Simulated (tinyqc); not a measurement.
Growth of a silicide layer between metal and silicon: linear-parabolic kinetics, ramp anneals and Kissinger analysis. From sheet resistance back to metal thickness h. Computed by tinyqc, a small Python program. Command: `OMP_NUM_THREADS=1 python tinyqc.py 3009985 3009986 out.jsonl silicide inv`. One thread of a shared host (Intel(R) Xeon(R) Processor @ 2.30GHz), about 0.05 s of CPU time with the checks.

One compound layer of thickness x grows by diffusion through itself and reaction at an interface, dx/dt = 1/(2x/K + 1/v), until the metal is used up at x = a h.

Inputs (values chosen for the exercise, modelled on TiSi2):
```
quantity,value,unit
silicide formed per metal thickness a,2.51,-
silicon consumed per metal thickness b,2.27,-
silicide resistivity,62,micro-ohm cm
junction depth x_j,29,nm
```

Method. The silicide ends at the thickness a h. Silicon consumed b h, sheet resistance rho/(final thickness) with 1 micro-ohm cm/nm = 10 ohm; margin to the junction x_j - b h.

Task: A run gave the result below. Find the metal thickness h, known to lie between 2.2 and 7.3 nm.

sheet resistance = 62.09451 ohm/square

Result:

Each step takes the trial c = (a f_b - b f_a)/(f_b - f_a), f being the result less the target and a, b, c the logarithms of the listed values; c replaces end b, the old b replaces a if the sign of f changed, and otherwise f_a is halved.

Scan of the range:
```
metal thickness h (nm),sheet resistance (ohm/square)
2.20,112.278
2.69,91.826
3.28,75.309
4.01,61.599
4.89,50.514
5.98,41.306
7.30,33.837
```

False position (Illinois rule, in the logarithm of the input) inside the bracket:
```
step,end a,end b,trial,sheet resistance (ohm/square)
1,3.28000,4.01000,3.98098,62.0480
2,3.28000,3.98098,3.97560,62.1320
3,3.98098,3.97560,3.97800,62.0945
4,3.97560,3.97800,3.97800,62.0945
```

Sheet resistance falls at every point of a 13-point scan of the range (every second point is shown), so one value fits; it is bracketed by 3.28 and 4.01. The scan shows a pure power law with exponent -1.000, so scaling from any one row also gives the answer directly. Answer: metal thickness h = 3.978 nm.

Caution: so thin a film has a resistivity above the bulk value and tends to agglomerate.
